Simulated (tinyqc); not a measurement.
Coverage along the feature as the dose grows: atomic layer deposition: Langmuir saturation, growth per cycle and coating of deep features. Computed by tinyqc, a small Python program. Command: `OMP_NUM_THREADS=1 python tinyqc.py 3027443 3027444 out.jsonl ald walk`. One thread of a shared host (Intel(R) Xeon(R) Processor @ 2.30GHz), about 0.02 s of CPU time with the checks.

Precursor A sticks only on free sites, so a long enough pulse saturates; co-reactant B then frees the sites again.

Inputs (values chosen for the exercise, modelled on hafnium oxide from an amide and water):

| quantity | value | unit |
|---|---|---|
| precursor mass M | 411 | u |
| site density q | 2.6 | 1/nm^2 |
| sticking probability beta on free sites | 0.0012 | - |
| precursor pressure p | 24 | Pa |
| temperature T | 300 | C |
| pulse time t | 0.12 | s |
| desorption energy E_d | 1.63 | eV |
| aspect ratio a | 140 | - |

Feature: round hole.

Constants: u = 1.6605390666e-27 kg; k_B = 1.380649e-23 J/K; k_B = 8.617333262e-05 eV/K.

Method:
- Wall flux F = p/sqrt(2 pi M k_B T); rate of filling k_a = beta F/q; desorption k_d = 1e13 exp(-E_d/(k_B T)) per second. 1/m^2 = 1e-18/nm^2.
- Temperatures in kelvin are T(C) + 273.15.
- Diffusion-limited filling (Gordon) of a round hole of diameter w: a saturation front at depth z needs dz/dt = D_K n/(z (4q/w)), with Knudsen D_K = w c/3 and F = n c/4; including the entrance and floor terms, t = (q/F)(1 + 19a/4 + 3a^2/2). Reaction-limited filling needs ln(100)/k_a at any depth, k_a = beta F/q. Flow is molecular. The front picture holds when the modulus a sqrt(beta) is well above 1.
- Depth reached by the given pulse: solve the same formula for a. Exposure = p x diffusion-limited time; 1 langmuir = 1.33322e-4 Pa s.
- Continuum model with steady gas transport: d2n/dz2 = 3 beta (1 - th) n/d_h^2 (d_h the hydraulic diameter, n = 1 at the mouth, no flux at the floor, 60 cells), d th/dt = beta F n (1 - th)/q; no desorption. Times are multiples of the larger of the Gordon time and ln(100)/k_a.

diffusion-limited time = 0.599997 s

time to 99 % without desorption, ln(100)/k_a = 0.0765839 s

flux F = 130287 1/(nm^2 s)

modulus = 4.84974

Coverage:

| multiple | t (s) | top cell | quarter depth | half depth | three quarters | floor cell |
|---|---|---|---|---|---|---|
| 0.05 | 0.03000 | 0.819 | 0.247 | 0.036 | 0.005 | 0.001 |
| 0.10 | 0.06000 | 0.968 | 0.507 | 0.092 | 0.012 | 0.003 |
| 0.20 | 0.12000 | 0.999 | 0.862 | 0.274 | 0.041 | 0.010 |
| 0.40 | 0.24000 | 1.000 | 0.997 | 0.754 | 0.192 | 0.052 |
| 0.60 | 0.36000 | 1.000 | 1.000 | 0.969 | 0.500 | 0.174 |
| 0.80 | 0.48000 | 1.000 | 1.000 | 0.998 | 0.826 | 0.447 |
| 1.00 | 0.60000 | 1.000 | 1.000 | 1.000 | 0.983 | 0.874 |
| 1.30 | 0.78000 | 1.000 | 1.000 | 1.000 | 1.000 | 1.000 |

What follows from these numbers?

At a multiple of 0.2 the coverage is 1.00 at the top and 0.01 at the floor. The coverage falls gradually with depth, without a sharp front. In the last row the floor reaches 1.000.
